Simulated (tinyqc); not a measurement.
What each parameter does: five-level k.p model folded onto the conduction band.

Second-order sums for the lowest conduction level at E: 1/m = 1 + Cm + (Ep/3)(2/E + 1/(E + Dso)) - (Ep2/3)(2/(E7 + D2 - E) + 1/(E7 - E)); g/2 = 1 + Cg - (Ep/3)(1/E - 1/(E + Dso)) - (Ep2/3)(1/(E7 - E) - 1/(E7 + D2 - E)). E is counted from the top of the valence band; E = Eg at the edge.

Inputs chosen for the exercise (near those of CdTe; the results hold for these values, not for the real material): Eg = 1.6 eV (gap at Gamma to the s-like level); Dso = 0.91 eV (spin-orbit splitting); Ep = 18.7 eV (Kane energy); E7 = 5.26 eV (upper Gamma7 conduction level, from the valence top); D2 = 0.29 eV (its spin-orbit splitting, Gamma8 above Gamma7); Ep2 = 2.1 eV (Kane energy to the upper levels); Cm = -0.5 (remote term in 1/m); Cg = 0 (remote term in g/2).

Mass and g at E = Eg.

One parameter was then changed.

Results before and after:
```
case      m (m0)        g
base     0.09776  -0.8530
changed  0.10697  -0.4448
```

Which of these changes was made? (a) Ep = 16.83 eV; (b) E7 = 5.786 eV; (c) Dso = 0.819 eV; (d) D2 = 0.261 eV; (e) Ep2 = 1.89 eV; (f) Eg = 1.76 eV.

Answer: (f) Eg = 1.76 eV. Of the candidates, run in turn, only this one gives the changed row.

All candidates:
```
case             m (m0)        g
base            0.09776  -0.8530
Eg = 1.76 eV    0.10697  -0.4448
Dso = 0.819 eV  0.09687  -0.6661
Ep = 16.83 eV   0.10867  -0.5705
E7 = 5.786 eV   0.09713  -0.8465
D2 = 0.261 eV   0.09778  -0.8503
Ep2 = 1.89 eV   0.09724  -0.8501
```

Computed by tinyqc, a small Python program: `OMP_NUM_THREADS=1 python tinyqc.py 1080943 1080944 out.jsonl` (the numbers bound the seed that draws the inputs); one thread of a shared host (Intel(R) Xeon(R) Processor @ 2.30GHz), about 0.01 s for the whole set of steps.
